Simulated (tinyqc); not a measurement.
# Phonon transmission through an interface between two chains by Green functions, step by step

A worked calculation. Computed by tinyqc, a small Python program that keeps every step. Command: `OMP_NUM_THREADS=1 python tinyqc.py 3006702 3006703 out.jsonl agf walk`. One thread of a shared host (Intel(R) Xeon(R) Processor @ 2.30GHz), about 0.01 s of CPU time with the checks. Intermediate numbers are printed to about 7 digits and carried at full precision; extremes and crossings named in words are read from the listed rows.

Two semi-infinite chains (masses m_1, m_2; springs k_1, k_2), motion along the chain. The central region holds the end atom of each chain and one interlayer atom of mass m_b, joined by springs k_b. lambda = omega^2 in eV/(angstrom^2 u); nu = 15.6333042 THz x sqrt(lambda).

Inputs (values chosen for the exercise, for two model chains): mass m_1 = 68.8 u; spring k_1 = 7.57 eV/angstrom^2; mass m_2 = 110 u; spring k_2 = 3.8 eV/angstrom^2; junction spring k_b = 1.68 eV/angstrom^2; interlayer mass m_b = 171 u; probe frequency / lower band top = 0.74; temperature T = 300 K.

Atoms in the interlayer: one.

Constants: nu for 1 eV/(angstrom^2 u) = 15.6333042 THz; h x 1 THz = 4.135667696 meV; k_B = 8.617333262e-05 eV/K; k_B = 1.380649e-23 J/K; h = 6.62607015e-34 J s.

## Band tops and impedances

nu_max = 15.6333042 THz x 2 sqrt(k/m); impedance Z = sqrt(k m); long-wave transmission 4 Z_1 Z_2/(Z_1 + Z_2)^2; the probe frequency is the given share of the lower band top.

band top of chain 1 = 10.37133 THz

band top of chain 2 = 5.811339 THz

Z_1 = 22.82139 sqrt(eV u)/angstrom

Z_2 = 20.44505 sqrt(eV u)/angstrom

long-wave transmission = 0.9969834

probe frequency = 4.300391 THz

## Self-energies and the matrix at the probe frequency

In chain i, sin(q_i a/2) = nu/nu_max,i. An outgoing wave makes the next atom move as exp(i q_i a) times the end atom, so the lead adds the self-energy Sigma_i = -k_i exp(i q_i a) to the force-constant matrix; Gamma_i = -2 Im Sigma_i = 2 k_i sin(q_i a). A = lambda M - K - Sigma over the central atoms, with K_ii the sum of the springs at i, K_(i,i+1) = -k_b; G = inverse of A; transmission = Gamma_1 Gamma_2 |G_(first,last)|^2.

q_1 a = 0.8550991 rad

q_2 a = 1.666141 rad

Gamma_1 = 11.42519 eV/angstrom^2

Gamma_2 = 7.565482 eV/angstrom^2

A (complex symmetric) (eV/angstrom^2), rows end of 1, layer 1, end of 2:
$$\begin{pmatrix}
0.922992+5.712594i & 1.680000 & 0.000000 \\
1.680000 & 9.579290 & 1.680000 \\
0.000000 & 1.680000 & 2.481760+3.782741i
\end{pmatrix}$$

## Transmission at the probe frequency

The formulas are those given above.

G_(first,last) = -0.009442203-0.006909610i angstrom^2/eV

transmission = 0.01183305

It is below the long-wave value 0.997.

## Thermal conductance

Landauer conductance G = k_B int tau(nu) x^2 e^x/(e^x - 1)^2 d nu, x = h nu/(k_B T), from 0 to the lower band top (240 Gauss-Legendre points in s from 0 to 1, nu = nu_top sin(pi s/2)); tau is the transmission, and its thermal mean is G over the value for tau = 1 in the same window; the quantum is g_0 = pi^2 k_B^2 T/(3 h).

conductance G = 35.81200 pW/K

thermal mean of the transmission = 0.4570381

G/g_0 = 0.1261300

## Transmission spectrum against simple models

Long-wave value 4 Z_1 Z_2/(Z_1 + Z_2)^2. Continuum estimate, with omega = sqrt(lambda): a slab of impedance Z_b = sqrt(k_b m_b) and phase p = omega x (number of interlayer atoms) x sqrt(m_b/k_b), tau = 4 Z_1 Z_2/[(Z_1 + Z_2)^2 cos^2 p + (Z_b + Z_1 Z_2/Z_b)^2 sin^2 p].

Transmission:
```
nu/nu_top  nu (THz)  Green function  long-wave value  continuum estimate
0.05       0.290567       0.9825643        0.9969834           0.9950205
0.15       0.871701       0.9149740        0.9969834           0.9811405
0.25       1.452835       0.9231703        0.9969834           0.9615141
0.35       2.033969       0.9821871        0.9969834           0.9467441
0.45       2.615103       0.5081994        0.9969834           0.9441181
0.55       3.196237       0.1276014        0.9969834           0.9548697
0.65       3.777371       0.0340640        0.9969834           0.9738295
0.75       4.358504       0.0105761        0.9969834           0.9911154
0.85       4.939638       0.0034880        0.9969834           0.9968628
0.92       5.346432       0.0014953        0.9969834           0.9917864
0.98       5.695112       0.0004896        0.9969834           0.9825476
```

The transmission starts at the impedance value 0.997 and vanishes at the lower band top, 5.81 THz, above which chain 2 has no states. It first falls below half of that value at nu/nu_top = 0.55. The continuum estimate is within 0.05 up to nu/nu_top = 0.05; it leaves out dispersion, and it puts the faces of the slab half a spring from its outer atoms.

## Conductance against temperature

The formulas are those given above.

Conductance:
```
T (K)   G (pW/K)  mean transmission       G/g_0  G for transmission 1 (pW/K)
1      0.9429940          0.9963683   0.9963683                    0.9464312
5       4.657254          0.9841718   0.9841718                     4.732156
20      17.44712          0.9217875   0.9217323                     18.92749
50      29.97106          0.6674061   0.6333490                     44.90678
100     34.23410          0.5170692   0.3617178                     66.20797
200     35.55340          0.4669493   0.1878288                     76.13975
400     35.90364          0.4535219  0.09483954                     79.16627
800     35.99257          0.4501080  0.04753723                     79.96430
```

At 1 K G/g_0 = 0.996; as T goes to 0 it tends to the long-wave transmission, where only the impedances count. Towards high T all modes count more and more alike; at 800 K G is 36.0 pW/K and the mean transmission is 0.450, which is well below the low-T value.

Checks made by the program: low-frequency limit against the impedance formula (relative difference 6e-08); unitarity: Gamma_1 |G_11|^2 + Gamma_2 |G_1N|^2 = -2 Im G_11 (relative difference below 1e-10); conductance against a 1500-point midpoint sum (relative difference below 1e-10).
